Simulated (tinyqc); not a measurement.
What moves the results: donor level screened by free carriers (Yukawa potential). A value that a table varies takes the place of the one given here.

Potential -(q/(eps r)) exp(-ks r), q = e^2/(4 pi eps0). In units Ry* = Ry m/eps^2 and a* = a0 eps/m the problem is [-Laplacian - 2 exp(-x r)/r] psi = E psi with x = ks a*.

Converged values use 18 functions exp(-z r), z = 1.55^i, i = -11 to 6: S = 2/A^3, H = z_i z_j S - 2/(A + x)^2, A = z_i + z_j.

Screening wave number: Debye ks^2 = 4 pi q n/(eps kB T); Thomas-Fermi ks^2 = 6 pi q n/(eps EF) with EF = c (3 pi^2 n/gv)^(2/3)/m, c = hbar^2/2m0; the two are joined by 1/ks^2 = sqrt(1/ks_D^4 + 1/ks_TF^4). 1e18/cm^3 = 1e-6/angstrom^3, q = e^2/(4 pi eps0).

Constants: e^2/(4 pi eps0) = 14.39964547 eV angstrom; kB = 8.617333262e-05 eV/K; hbar^2/2m0 = 3.80998211 eV angstrom^2; Ry = 13.60569312 eV; a0 (Bohr radius) = 0.5291772105 angstrom.

Inputs chosen for the exercise (near those of a donor in GaAs, with one mean mass; shifted at random, so the results belong to these values and not to a real crystal): xs = (0.05, 0.17, 0.36, 0.5, 0.73, 0.87, 1.01) (values of x); m = 0.066 m0 (mass); eps = 13.2 (dielectric constant); gv = 1 (valleys); T = 300 K (temperature); nl = (0.00023, 0.00078, 0.0023, 0.0078, 0.023, 0.078, 0.23) x 1e18/cm^3 (densities); n = 0.0078 x 1e18/cm^3 (free-carrier density).

## Towards the loss of the bound state

First order (-1 + 2x), one-parameter (minimum of z^2 - 8 z^3/(2z + x)^2) and converged 1s energies in Ry*, and the mean radius in a*; a dash marks an unbound result.

Results:
```
x     first order  trial function  converged   <r>
0.05      -0.9000         -0.9036    -0.9036  1.50
0.17      -0.6600         -0.6992    -0.6993  1.54
0.36      -0.2800         -0.4408    -0.4419  1.65
0.50            -         -0.2930    -0.2962  1.81
0.73            -         -0.1162    -0.1259  2.29
0.87            -         -0.0441    -0.0595  2.93
1.01            -               -    -0.0184  4.56
```

What does this show, and why?

First order loses the state at x = 0.5, the trial function reaches zero energy at x = 1.00, and the exact limit is 1.19. The radius starts at 1.5 a*, grows slowly at first (1.65 at x = 0.36), then steadily, and swells towards the end (4.6 at 1.01), where a single exponential fails: the binding vanishes as the square of the distance from 1.19.

## Binding against carrier density

Ry* = 5.1537 meV
a* = 105.835 angstrom

x from the joined ks; converged 1s binding (dash: x above 1.17, at or past the limit 1.19 where the state unbinds).

Results:
```
n (1e18/cm^3)  EF/kB T  1/ks (angstrom)      x  binding (meV)  n^(1/3) a*
0.00023           0.01           2863.5  0.037           4.78       0.065
0.00078           0.02           1555.0  0.068           4.49       0.097
0.0023            0.04            905.6  0.117           4.05       0.140
0.0078            0.08            492.1  0.215           3.25       0.210
0.023             0.17            287.3  0.368           2.23       0.301
0.078             0.39            158.1  0.670           0.84       0.452
0.23              0.80             96.4  1.098           0.02       0.648
```

What does this show, and why?

The binding falls from 4.8 to 0.0 meV (bare value 5.2); it passes half the bare value between 0.0078 and 0.023 x 1e18/cm^3. The level is still bound in the last row. x grows with exponent 0.50 in n at the start and 0.46 at the end (1/2 for Debye, 1/6 for Thomas-Fermi screening). The level survives to n^(1/3) a* = 0.65, past the 0.26 of the Mott rule, which corresponds to x = 1 for one valley with degenerate screening; here the level lasts until x = 1.19, the screening is at most the degenerate value, and overlap of donors is left out.

## What each parameter does

Ry* = Ry m/eps^2, a* = a0 eps/m, x = ks a* with the joined ks; converged binding. Each row changes one parameter from the base and keeps the others.

Results:
```
case                    1/ks (angstrom)      x  binding in Ry*  binding (meV)
base                              492.1  0.215           0.631           3.25
n = 0.0117 x 1e18/cm^3            402.0  0.263           0.564           2.91
T = 270 K                         466.9  0.227           0.615           3.17
m = 0.074 m0                      492.0  0.192           0.666           3.85
eps = 12.1                        471.1  0.206           0.645           3.96
gv = 2                            491.9  0.215           0.631           3.25
```

How do the results move?

The largest shifts from the base row, up to three for each result and ties (the steps differ in size, so this ranks the rows, not the parameters). 1/ks (angstrom): n -90.1, T -25.2, eps -20.9. x: n +0.048, m -0.023, T +0.012; unchanged at the printed digits by gv. binding in Ry*: n -0.068, m +0.034, T -0.017; unchanged at the printed digits by gv. binding (meV): eps +0.70, m +0.59, n -0.35; unchanged at the printed digits by gv.

Computed by tinyqc, a small Python program: `OMP_NUM_THREADS=1 python tinyqc.py 1281924 1281925 out.jsonl` (the numbers bound the seed that draws the inputs); one thread of a shared host (Intel(R) Xeon(R) Processor @ 2.30GHz), about 0.01 s for the whole set of steps.
